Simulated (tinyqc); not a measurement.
Worked calculation: Hueckel theory of the pi electrons with the omega technique, for the molecule c1ccc2ncccc2c1 (SMILES; centres numbered as the heavy atoms are written). One step of it, computed by the program tinyqc.

Task: Omega technique, round 1. h_r = h_r(0) + omega q_r, omega = 0.6, with q_r = z_r - P_rr; 0.7 of the old diagonal is kept.

Hueckel matrix in units of beta (H = alpha + beta A):
```
           1C        2C        3C        4C        5N        6C        7C        8C
1C   0.000000  1.000000  0.000000  0.000000  0.000000  0.000000  0.000000  0.000000
2C   1.000000  0.000000  1.000000  0.000000  0.000000  0.000000  0.000000  0.000000
3C   0.000000  1.000000  0.000000  1.000000  0.000000  0.000000  0.000000  0.000000
4C   0.000000  0.000000  1.000000  0.000000  1.000000  0.000000  0.000000  0.000000
5N   0.000000  0.000000  0.000000  1.000000  0.500000  1.000000  0.000000  0.000000
6C   0.000000  0.000000  0.000000  0.000000  1.000000  0.000000  1.000000  0.000000
7C   0.000000  0.000000  0.000000  0.000000  0.000000  1.000000  0.000000  1.000000
8C   0.000000  0.000000  0.000000  0.000000  0.000000  0.000000  1.000000  0.000000
9C   0.000000  0.000000  0.000000  1.000000  0.000000  0.000000  0.000000  1.000000
10C  1.000000  0.000000  0.000000  0.000000  0.000000  0.000000  0.000000  0.000000

           9C       10C
1C   0.000000  1.000000
2C   0.000000  0.000000
3C   0.000000  0.000000
4C   1.000000  0.000000
5N   0.000000  0.000000
6C   0.000000  0.000000
7C   0.000000  0.000000
8C   1.000000  0.000000
9C   0.000000  1.000000
10C  1.000000  0.000000
```

charge and bond-order matrix P:
```
            1C         2C         3C         4C         5N         6C         7C         8C
1C    1.003092   0.604176  -0.006197  -0.242833   0.015834   0.152992  -0.004945  -0.167687
2C    0.604176   0.984203   0.722583   0.022452  -0.165129   0.038249   0.154392  -0.032776
3C   -0.006197   0.722583   1.012853   0.558855  -0.037697  -0.163728   0.010418   0.080647
4C   -0.242833   0.022452   0.558855   0.956925   0.541407  -0.065528  -0.237473   0.047416
5N    0.015834  -0.165129  -0.037697   0.541407   1.216057   0.706536  -0.032094  -0.351921
6C    0.152992   0.038249  -0.163728  -0.065528   0.706536   0.896223   0.608134   0.080191
7C   -0.004945   0.154392   0.010418  -0.237473  -0.032094   0.608134   1.008508   0.721182
8C   -0.167687  -0.032776   0.080647   0.047416  -0.351921   0.080191   0.721182   0.931880
9C   -0.001853  -0.241432   0.004221   0.519694  -0.016260  -0.238874   0.003563   0.553495
10C   0.723983   0.012692  -0.361239  -0.014668   0.083205  -0.027360  -0.169087   0.025978

            9C        10C
1C   -0.001853   0.723983
2C   -0.241432   0.012692
3C    0.004221  -0.361239
4C    0.519694  -0.014668
5N   -0.016260   0.083205
6C   -0.238874  -0.027360
7C    0.003563  -0.169087
8C    0.553495   0.025978
9C    1.001711   0.554896
10C   0.554896   0.988548
```

Centres:
```
centre  z_r, pi electrons of the neutral centre         h
1C                                            1  0.000000
2C                                            1  0.000000
3C                                            1  0.000000
4C                                            1  0.000000
5N                                            1  0.500000
6C                                            1  0.000000
7C                                            1  0.000000
8C                                            1  0.000000
9C                                            1  0.000000
10C                                           1  0.000000
```

Give: matrix after round 1.

Result:

matrix after round 1:
```
          1C      2C       3C      4C      5N      6C       7C      8C
1C   -0.0006  1.0000   0.0000  0.0000  0.0000  0.0000   0.0000  0.0000
2C    1.0000  0.0028   1.0000  0.0000  0.0000  0.0000   0.0000  0.0000
3C    0.0000  1.0000  -0.0023  1.0000  0.0000  0.0000   0.0000  0.0000
4C    0.0000  0.0000   1.0000  0.0078  1.0000  0.0000   0.0000  0.0000
5N    0.0000  0.0000   0.0000  1.0000  0.4611  1.0000   0.0000  0.0000
6C    0.0000  0.0000   0.0000  0.0000  1.0000  0.0187   1.0000  0.0000
7C    0.0000  0.0000   0.0000  0.0000  0.0000  1.0000  -0.0015  1.0000
8C    0.0000  0.0000   0.0000  0.0000  0.0000  0.0000   1.0000  0.0123
9C    0.0000  0.0000   0.0000  1.0000  0.0000  0.0000   0.0000  1.0000
10C   1.0000  0.0000   0.0000  0.0000  0.0000  0.0000   0.0000  0.0000

          9C     10C
1C    0.0000  1.0000
2C    0.0000  0.0000
3C    0.0000  0.0000
4C    1.0000  0.0000
5N    0.0000  0.0000
6C    0.0000  0.0000
7C    0.0000  0.0000
8C    1.0000  0.0000
9C   -0.0003  1.0000
10C   1.0000  0.0021
```
